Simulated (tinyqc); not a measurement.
Input admittance of a MOSFET at zero drain bias: distributed channel and distributed gate: two steps of the calculation.

Source and drain grounded, strong inversion, w = 2 pi f, Cox = eps0 eox/tox. The channel is an RC line of resistance 1/(mu Cox Vo) per square fed from both ends, so one finger has the intrinsic admittance y = i w Cox L tanh(g)/g per width, g = (1/2) sqrt(i w tau), tau = L^2/(mu Vo). The vertical resistance rv/L is in series with y, the overlaps 2 i w Cov in parallel: y_t = 1/(1/y + rv/L) + 2 i w Cov. The gate strip is a line of Rsh/L per length loaded by y_t, so a finger has Y = y_t Wf tanh(k)/k, k = (Wf/sd) sqrt(y_t Rsh/L); the device has Nf Y.

Parameters, values chosen for the exercise; values of the order met in silicon radio-frequency transistors:
- eox = 7.6 (relative permittivity of the gate insulator (close to silicon nitride))
- tox = 7 nm (insulator thickness)
- L = 0.29 um (channel length)
- Wf = 9 um (finger width)
- Nf = 4 (number of fingers)
- mu = 300 cm^2/(V s) (channel mobility)
- Vo = 0.42 V (gate overdrive)
- Rsh = 6.6 ohm/square (sheet resistance of the gate)
- rv = 0 ohm um^2 (vertical resistivity of the gate stack)
- sd = 2 (number of ends at which a finger is contacted)
- Cov = 0.32 fF/um (overlap and fringe capacitance on each side)
- f = 27 GHz (frequency)

Constants: eps0 = 8.8541878128e-14 F/cm where lengths are in cm. Results are converted to the units shown.

Question 1. Low-frequency resistances and capacitance. Low-frequency limits, with c = Cox L and ct = c + 2 Cov: R_strip = Rsh Wf/(3 sd^2 L Nf), R_ch = (c/ct)^2 L/(12 mu Cox Vo Wf Nf), R_vert = (c/ct)^2 rv/(L Wf Nf), C = ct Wf Nf.

Wanted: parts; sum; C; 1/(2 pi R C).

Answer 1.

parts (ohm): strip 4.2672, channel 3.6658, vertical 0
sum = 7.9331 ohm
C = 123.40 fF
1/(2 pi R C) = 162.58 GHz

The strip term is the largest, 53.8 % of the sum.

Question 2. Input impedance of the device. k and Y as defined; Z = 1/(Nf Y) = R + 1/(i w C); Q = |Im Z|/R; signal at the point farthest from a contact |1/cosh k|.

y_t = 44.05512+576.52569i uS/um

Give: k; Nf Y; R; C; Q; signal at the far point.

Answer 2.

k = 0.37867+0.35083i
Nf Y = 3.350+20.290i mS
R = 7.9200 ohm
C = 122.86 fF
Q = 6.0577
signal at the far point = 0.98425

Numbers from tinyqc (`OMP_NUM_THREADS=1 python tinyqc.py 2262166 2262167 out.jsonl`; about 0.01 s on one thread of a shared Intel Xeon 2.30GHz).
